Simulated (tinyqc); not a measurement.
Scale length and length offset from two DIBL values.

Problem. DIBL = exp(-Le/(2 l)) + 2 exp(-Le/l) with Le = L - dL. Find l, dL and the drawn length for a DIBL of 100 mV/V.

DIBL at drawn lengths 34 and 58 nm (mV/V): 81.393402  9.8275363

Solution. With e = exp(-Le/(2 l)), 2 e^2 + e = DIBL gives e and so Le/l at each length; Le/l is a straight line in L with slope 1/l.

l = 6.000 nm
dL = 2.300 nm
length for 100 mV/V = 31.82 nm

Program tinyqc, `OMP_NUM_THREADS=1 python tinyqc.py 2002055 2002056 out.jsonl`; Intel Xeon 2.30GHz, shared host, one thread, about 0.01 s.
